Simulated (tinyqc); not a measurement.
Plane-wave Kohn-Sham cycle with exchange-only LDA in a layered model solid, step by step. One step of it, computed by the program tinyqc.

Problem. Iteration 2: levels at that k. Diagonalise the Hermitian matrix.

H (hartree):
```
           -2         -1         +0         +1         +2
-2   0.131282  -0.261942  -0.035317  -0.000125   0.000196
-1  -0.261942  -0.088942  -0.261942  -0.035317  -0.000125
+0  -0.035317  -0.261942  -0.149003  -0.261942  -0.035317
+1  -0.000125  -0.035317  -0.261942  -0.048901  -0.261942
+2   0.000196  -0.000125  -0.035317  -0.261942   0.211363
```

Give: eigenvalues.

Solution.

eigenvalues (hartree): -0.5648  -0.2129  0.0911  0.3356  0.4068
